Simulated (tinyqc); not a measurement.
Mobility of a non-polar semiconductor in the relaxation-time approximation. Changing the longitudinal mass m_l. Computed by tinyqc, a small Python program. Command: `OMP_NUM_THREADS=1 python tinyqc.py 3002666 3002667 out.jsonl rta sweep`. One thread of a shared host (Intel(R) Xeon(R) Processor @ 2.30GHz), about 0.01 s of CPU time with the checks.

Each valley is treated as a sphere of mass m_d for states and rates, with one isotropic relaxation time; the conductivity mass m_c sets the current.

Inputs (values chosen for the exercise, modelled on electrons in diamond): transverse mass m_t = 0.275 m_0; equivalent valleys Z = 6; non-parabolicity alpha = 0.21 1/eV; static permittivity eps_s = 5.7; density rho = 3515 kg/m^3; sound velocity v_l = 18500 m/s; acoustic deformation potential D_A = 8.3 eV; phonon energy hbar w = 135 meV; optical or intervalley deformation potential D_o = 7.3 1e8 eV/cm; final valleys Z_f = 5; carrier density n = 1.3e+17 1/cm^3; compensation ratio C = 0; temperature T = 250 K.

Band: Kane. Impurity formula: Brooks-Herring. Further scattering: none.

Constants: k_B = 8.617333262e-05 eV/K; m_0 = 9.1093837015e-31 kg; e = 1.602176634e-19 C; hbar = 1.054571817e-34 J s; eps_0 = 8.8541878128e-12 F/m; k_B = 1.380649e-23 J/K; hbar = 6.582119569e-16 eV s.

Method:
- m_d = (m_l m_t^2)^(1/3); 1/m_c = (1/m_l + 2/m_t)/3; Hall mass factor A = 3 K_m (K_m + 2)/(2 K_m + 1)^2, K_m = m_l/m_t; N_I = n (1 + C)/(1 - C).
- Kane band: hbar^2 k^2/(2 m) = E (1 + alpha E), speed v = hbar k/(m (1 + 2 alpha E)), states per spin, volume and energy g(E) = m k (1 + 2 alpha E)/(2 pi^2 hbar^2); overlap factors are set to 1. Here m = m_d. Masses are multiplied by m_0 and all formulas are in SI units.
- The reduced Fermi level eta = E_F/(k_B T) solves n = 2 Z int g f dE with f = 1/(1 + exp(x - eta)) (Z = 1 unless valleys are given); screening length L_s = sqrt(eps_s eps_0 k_B T/(e^2 dn/deta)), dn/deta = 2 Z int g f (1 - f) dE.
- Integrals over x = E/(k_B T) use 160 Gauss-Legendre points in u = sqrt(x) from 0 to sqrt(max(eta, 0) + 32).
- Phonon occupation N_q = 1/(exp(hbar w/(k_B T)) - 1).
- Acoustic deformation potential (elastic, equipartition, absorption and emission together): 1/tau = 2 pi k_B T D_A^2 g(E)/(hbar rho v_l^2).
- Optical or intervalley deformation potential: 1/tau = (pi Z_f D_o^2/(rho w)) [N_q g(E + hbar w) + (N_q + 1) g(E - hbar w)], with g = 0 below the band edge.
- Each optical term is multiplied by (1 - f(E'))/(1 - f(E)), E' the final energy, for Pauli blocking.
- Singly charged impurities, momentum relaxation: 1/tau = N_I e^4 m (1 + 2 alpha E) Phi/(8 pi (eps_s eps_0)^2 hbar^3 k^3), with alpha = 0 for a parabolic band.
- Brooks-Herring: Phi = ln(1 + b) - b/(1 + b), b = 4 k^2 L_s^2.
- mu = (m_d/m_c) (2 Z e/(3 n k_B T)) int g v^2 tau f (1 - f) dE.
- Averages over x are split at the emission threshold x_0 = hbar w/(k_B T): 64 Gauss-Legendre points in sqrt(x) below it and 128 in sqrt(x - x_0) above it, up to x = max(eta, 0) + 32.
- Rates are added at each energy before the average. With <y> = int g v^2 y f (1 - f) dE: Hall factor r_H = A (3 n k_B T/(2 Z m_d)) <tau^2/(1 + 2 alpha E)>/<tau>^2 (alpha = 0 for a parabolic band); Hall mobility r_H mu; |S| = (k_B/e) (<x tau>/<tau> - eta); resistivity 1/(n e mu).

One run for each value; columns: (1) longitudinal mass m_l (m_0); (2) drift mobility mu (cm^2/(V s)); (3) density-of-states mass m_d (m_0); (4) conductivity mass m_c (m_0); (5) Hall mass factor A; (6) Seebeck coefficient |S| (microvolt/K):
```
(1)    (2)     (3)     (4)     (5)    (6)
0.28  1386  0.2767  0.2766  1.0000  708.6
0.39  1261  0.3090  0.3050  0.9881  720.6
0.56  1162  0.3486  0.3312  0.9583  733.5
0.80  1090  0.3926  0.3520  0.9216  746.0
1.10  1041  0.4365  0.3667  0.8889  757.0
1.60   994  0.4946  0.3799  0.8546  769.7
2.30   956  0.5582  0.3892  0.8275  781.7
3.30   920  0.6296  0.3960  0.8064  793.5
```

What does the table show, and why?

Over the rows, drift mobility mu (cm^2/(V s)) falls from 1390 to 920 (exponent d ln y / d ln x -0.29 between the first rows and -0.11 between the last); density-of-states mass m_d (m_0) rises from 0.277 to 0.630 (exponent d ln y / d ln x about 0.33 throughout); conductivity mass m_c (m_0) rises from 0.277 to 0.396 (exponent d ln y / d ln x 0.29 between the first rows and 0.048 between the last). m_c stays below 1.5 m_t = 0.413 however large m_l gets, while m_d keeps growing as m_l^(1/3); A falls from 1 towards 3/4.

Caution (all rows): n is taken as given; at low temperature (in diamond even at 300 K) real dopants can freeze out, which changes n and N_I.
